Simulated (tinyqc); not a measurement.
# Schottky diode by the thermionic emission-diffusion theory: what changes with what

Metal on an n-type semiconductor with one parabolic valley; V > 0 is forward bias (metal positive). The band bends as a parabola over the depletion layer, by Vd = Vbi - V; no image force. Carriers drift and diffuse up to the interface and leave it with the velocity vR.

Values chosen for this exercise; band and dielectric values close to those of gallium nitride: temperature T = 300 K; electron mass me = 0.199 m0; relative permittivity eps_r = 9.32; electron mobility mun = 300 cm^2/(V s); barrier height seen from the metal phi = 0.85 eV; donor density Nd = 7e15 cm^-3; bias V = 0.14 V.

Constants: q = 1.602176634e-19 C, kB = 1.380649e-23 J/K, h = 6.62607015e-34 J s, m0 = 9.1093837015e-31 kg, Vt = kB T/q, eps0 = 8.8541878128e-14 F/cm where lengths are in cm. Results are converted to the units shown.

Each table varies one quantity; the others keep the values above.

## Effect of the mobility

A* = 4 pi q me m0 kB^2/h^3 (times 1e-4 for A/(cm^2 K^2)); Nc = 2 (2 pi me m0 kB T/h^2)^1.5 (times 1e-6 for cm^-3); Vbi = phi - Vt ln(Nc/Nd); vR = A* T^2/(q Nc). LD = sqrt(eps0 eps_r Vt/(q Nd)), a = sqrt((Vbi - V)/Vt), D(a) = exp(-a^2) int_0^a exp(s^2) ds (Dawson), vD = mun Vt/(sqrt(2) LD D(a)). J = q Nc [vR vD/(vR + vD)] exp(-phi/Vt) [exp(V/Vt) - 1].

The same in every row: vR (cm/s) = 6.030e6.

Result of one run:
```
mun (cm^2/(V s)),vD (cm/s),vD/(vR + vD),J (A/cm^2)
9800,3.734e8,0.9841,2.492e-6
```

What becomes of these results when the electron mobility mun is changed from 9800 to 750 cm^2/(V s), all else the same?

Result of the changed run:
```
mun (cm^2/(V s)),vD (cm/s),vD/(vR + vD),J (A/cm^2)
750,2.858e7,0.8258,2.091e-6
```

The whole series:
```
mun (cm^2/(V s)),vD (cm/s),vD/(vR + vD),J (A/cm^2)
1.2,4.572e4,0.007525,1.906e-8
4.4,1.677e5,0.02705,6.849e-8
16,6.097e5,0.09182,2.325e-7
57,2.172e6,0.2648,6.705e-7
210,8.002e6,0.5702,1.444e-6
750,2.858e7,0.8258,2.091e-6
2700,1.029e8,0.9446,2.392e-6
9800,3.734e8,0.9841,2.492e-6
```

J rises from 1.91e-8 to 2.49e-6 A/cm^2, as mun^(0.98) between the first two rows and mun^(0.03) between the last two. vD equals vR at mun = 158 cm^2/(V s): below that diffusion limits the current, above it emission. In 2 of the 8 rows vD exceeds 3e7 cm/s, beyond usual saturation velocities, since the low-field mobility is used at the surface field.

## Effect of the doping

Same model as above.

The same in every row: vR (cm/s) = 6.0303e6.

Results:
```
Nd (cm^-3),vD (cm/s),vD/(vR + vD),J (A/cm^2)
1.2e14,1.3409e6,0.18191,4.6062e-7
1.2e15,4.5259e6,0.42874,1.0856e-6
3.7e15,8.1812e6,0.57567,1.4577e-6
1.2e16,1.5161e7,0.71544,1.8116e-6
3.6e16,2.6933e7,0.81706,2.0689e-6
1.1e17,4.8245e7,0.88889,2.2508e-6
3.5e17,8.8163e7,0.93598,2.3701e-6
```

Estimate the missing row, Nd = 3.8e14 cm^-3.

Computed row:
```
Nd (cm^-3),vD (cm/s),vD/(vR + vD),J (A/cm^2)
3.8e14,2.4679e6,0.29040,7.3535e-7
```

With this row back in the table: vD rises from 1.34e6 to 8.82e7 cm/s, as Nd^(0.52) at fixed mobility, and J rises from 4.61e-7 to 2.37e-6 A/cm^2, while the pure emission value 2.53e-6 A/cm^2 does not depend on Nd. In 2 of the 8 rows vD exceeds 3e7 cm/s, beyond usual saturation velocities, since the low-field mobility is used at the surface field.

## Current against voltage

Same model as above.

Ideality n = (dV/d ln[J/(1 - exp(-V/Vt))])/Vt.

Current against voltage:
```
V (V),vD (cm/s),vD/(vR + vD),J (A/cm^2),n
0.05,1.2358e7,0.67206,4.4988e-8,1.0068
0.132,1.1516e7,0.65633,1.2176e-6,1.0083
0.214,1.0608e7,0.63755,2.8378e-5,1.0103
0.296,9.6116e6,0.61448,6.5255e-4,1.0134
0.378,8.4964e6,0.58488,0.014816,1.0187
0.46,7.2000e6,0.54420,0.32882,1.0292
0.542,5.5785e6,0.48054,6.9257,1.0580
0.623,3.4663e6,0.36501,120.72,1.1510
```

vD falls from 1.24e7 to 3.47e6 cm/s and the share vD/(vR + vD) falls from 0.672 to 0.365; n goes from 1.007 to 1.151. It exceeds 1 only as far as vD, which falls with the surface field, limits the current.

Computed by the program tinyqc: `OMP_NUM_THREADS=1 python tinyqc.py 2640143 2640144 out.jsonl`, one thread of a shared Intel Xeon 2.30GHz, about 0.01 s for the whole run.
